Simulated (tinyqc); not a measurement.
Inside a calculation: donor near an oxide interface in a gate field (two-state model). Values are carried at full precision from step to step, so a last printed digit may differ when a step is redone from the rounded ones.

Interface at z = 0 (hard wall), donor at z = d, field F pulling electrons to the interface: potential e F z; 1 kV/cm = 1e-5 eV/angstrom, c = hbar^2/2m0, q = e^2/(4 pi eps0), Q = (eps - eo)/(eps + eo). Donor state: E_D = e F d - ED - q Q/(4 eps d), the last term joining the images of ion and electron. Interface state: z exp(-b z/2) exp(-rho^2/(2 L^2)) with E_z = c b^2/(4 mz) + 3 e F/b + q Q b/(8 eps), minimised over b; in the plane at z = 3/b the ion (distance D = d - 3/b) and its image (D' = d + 3/b) give E_rho = c/(mt L^2) - (q/eps)(sqrt(pi)/L)[erfcx(D/L) + Q erfcx(D'/L)], erfcx(x) = exp(x^2) erfc(x), minimised over L. E_I = E_z + E_rho.

Constants: hbar^2/2m0 = 3.80998211 eV angstrom^2; e^2/(4 pi eps0) = 14.39964547 eV angstrom.

Parameters, chosen for this exercise (near those of a donor in Si below SiO2, static dielectric constants; not measured data):
- d = 160 angstrom (depth of the donor)
- ED = 45.9 meV (bulk binding energy)
- mz = 0.918 m0 (mass across the interface)
- mt = 0.194 m0 (mass in the plane)
- eps = 11.6 (dielectric constant of the semiconductor)
- eo = 3.9 (dielectric constant of the oxide)
- F = 42.1 kV/cm (field in the semiconductor)
- aD = 21.4 angstrom (donor radius)
- v = 0.47 (valley factor)

## The interface state across the interface

Solve c b/(2 mz) - 3 e F/b^2 + q Q/(8 eps) = 0; give Q, b, the three terms of E_z and <z> = 3/b.

Q = 0.4968
b = 0.07400 1/angstrom

kinetic, field and image terms (meV): [5.68, 17.07, 5.70]

<z> = 40.5 angstrom

The image pushes the electron away from the oxide; without it <z> would be 35.4 angstrom.

## Binding in the plane

Give D, D', the best L, both terms and E_rho.

D, D' (angstrom): [119.5, 200.5]

L = 110.3 angstrom

kinetic and Coulomb terms (meV): [1.61, -10.83]

E_rho = -9.22 meV

The bottom of the well lies at -13.5 meV, so the level is 32 % of the way up; L/D = 0.92. Above the critical field the ionised donor would thus still hold its electron as a dot at the interface.

## Where the electron sits

The two states couple by t = t0 exp(-D/aD) with t0 = q/(eps aD) (2 aD/L) sqrt(aD b/2) v, v a valley factor; this form is an estimate. With detuning u = E_D - E_I the splitting is sqrt(u^2 + 4 t^2) and the lower state has weight (1 - u/sqrt(u^2 + 4 t^2))/2 on the donor.

Give E_D, E_I, t, the splitting and the donor weight.

E_D, E_I (meV): [20.50, 19.23]

t = 0.0354 meV
splitting = 1.27 meV
donor weight = 0.001

The electron is at the interface; the contact hyperfine coupling scales with the donor weight. With this t, the tunnelling time pi hbar/(2t) at a crossing would be 29.2 ps (hbar = 6.58212e-16 eV s); here the detuning is 35.7 t.

## Critical field

Find F at which E_D = E_I; compare the rule e F d = ED. The crossing width is 4t/(e D), with t and D formed anew at that field.

critical field = 41.0 kV/cm
ED/(e d) = 28.7 kV/cm
width = 0.12 kV/cm

The confinement energy E_z = 28.0 meV raises the field needed and the attraction E_rho = -9.2 meV lowers it; the result is 1.43 times the simple rule.

## Checks

- E_z without images against 1.5 x 6^(2/3)/2 (c (e F)^2/mz)^(1/3), meV: both 22.36.
- E_rho from the radial equation in the full Coulomb well against the Gaussian trial function, meV: -9.3 against -9.2.

Computed by tinyqc, a small Python program: `OMP_NUM_THREADS=1 python tinyqc.py 1282413 1282414 out.jsonl` (the numbers bound the seed that draws the inputs); one thread of a shared host (Intel(R) Xeon(R) Processor @ 2.30GHz), about 0.08 s for the whole set of steps.
